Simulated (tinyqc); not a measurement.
Optical gain and spontaneous emission in a bulk direct-gap semiconductor, step by step. Values are carried at full precision from step to step, so a last printed digit may differ when a step is redone from the rounded ones.

F_j(eta) = (1/Gamma(j + 1)) integral_0^infinity x^j dx/(1 + exp(x - eta)), which tends to exp(eta) for eta << 0.

Quasi-Fermi levels: n = Nc F_1/2(Fc/kT) and p = Nv F_1/2(Fv/kT), Fc counted up from the conduction edge and Fv down from the valence edge; Nc, Nv from N = 2 (m kB T/(4 pi c))^(3/2) with c = hbar^2/2m0, in 1/angstrom^3; times 1e24 for 1/cm^3, with me and (mhh^(3/2) + mlh^(3/2))^(2/3).

Constants: hbar^2/2m0 = 3.80998211 eV angstrom^2; kB = 8.617333262e-05 eV/K; fine-structure constant alpha = 0.007297352564; hbar = 6.58211957e-16 eV s; hbar c = 1973.269805 eV angstrom.

Inputs chosen for the exercise (near those of GaAs; the results hold for these values, not for the real material): me = 0.0648 m0 (electron mass); mhh = 0.479 m0 (heavy-hole mass); mlh = 0.08 m0 (light-hole mass); n = 1.9e+18 1/cm^3 (injected density, n = p); T = 200 K; Eg = 1.406 eV (direct gap); Ep = 25.7 eV (Kane energy); nr = 3.57 (refractive index); E = 1.462 eV (photon energy).

## Quasi-Fermi levels

Solve for Fc and Fv.

kT = 0.017235 eV
Nc = 2.253e+17 1/cm^3
Nv = 4.837e+18 1/cm^3
Fc = 0.0833 eV
Fv = -0.0137 eV
Fc + Fv = 0.0696 eV

The separation of the quasi-Fermi levels exceeds the gap, so photons between Eg and Eg + (Fc + Fv) see gain. The quasi-Fermi level of the electrons lies inside the band, that of the holes in the gap.

## Absorption of the empty crystal

Parabolic bands, vertical transitions, no excitons. For each hole band j: mr = me mj/(me + mj); joint density of states J_j(E) = (mr/c)^(3/2) sqrt(E - Eg)/(2 pi^2), both spins, c = hbar^2/2m0; averaged matrix element |e.p|^2 = m0 Ep/6; alpha_j(E) = 4 pi^2 alpha_f c Ep J_j/(3 nr E) in 1/angstrom (alpha_f the fine-structure constant, listed as alpha among the constants), times 1e8 for 1/cm.

Evaluate at E for heavy and light holes.

mr, J and alpha of each hole band:

| hole | mr (m0) | J (1/(eV angstrom^3)) | alpha (1/cm) |
|---|---|---|---|
| heavy | 0.05708 | 2.198e-05 | 3960.3 |
| light | 0.03580 | 1.092e-05 | 1967.3 |

The heavy-hole band gives 67 % of the total, 5928 1/cm.

## Occupations and gain at E

For band j the electron sits at Ee = (E - Eg) mr/me above its edge and the hole at Eh = (E - Eg) mr/mj; fe = 1/(1 + exp((Ee - Fc)/kT)), fh = 1/(1 + exp((Eh - Fv)/kT)); gain g = sum_j alpha_j (fe + fh - 1).

Use mr and alpha from the table.

Energies, occupations and gain of each hole band:

| hole | Ee (eV) | Eh (eV) | fe | fh | g (1/cm) |
|---|---|---|---|---|---|
| heavy | 0.0493 | 0.0067 | 0.878 | 0.234 | 444 |
| light | 0.0309 | 0.0251 | 0.954 | 0.095 | 97 |

total gain = 541 1/cm

E - Eg = 0.0560 eV is below Fc + Fv = 0.0696 eV, so both bands give gain (Bernard-Duraffourg).

## Spontaneous emission

Spontaneous rate: R = integral of (nr E/(hbar c))^2/(pi^2 hbar) sum_j alpha_j fe fh dE, with alpha in 1/cm and (nr E/(hbar c))^2 in 1/cm^2 (1e16 per 1/angstrom^2); B = R/(n p); lifetime n/R.

Integrate over photon energy.

R = 1.03e+27 1/(cm^3 s)
B = 2.87e-10 cm^3/s
radiative lifetime = 1.84 ns

## Checks

- B at n = 1e13 1/cm^3 against the van Roosbroeck-Shockley value from alpha and ni^2 (cm^3/s): both 4.86e-10.

Program tinyqc; command `OMP_NUM_THREADS=1 python tinyqc.py 1650840 1650841 out.jsonl`; about 0.07 s on one thread of a shared Intel(R) Xeon(R) Processor @ 2.30GHz.
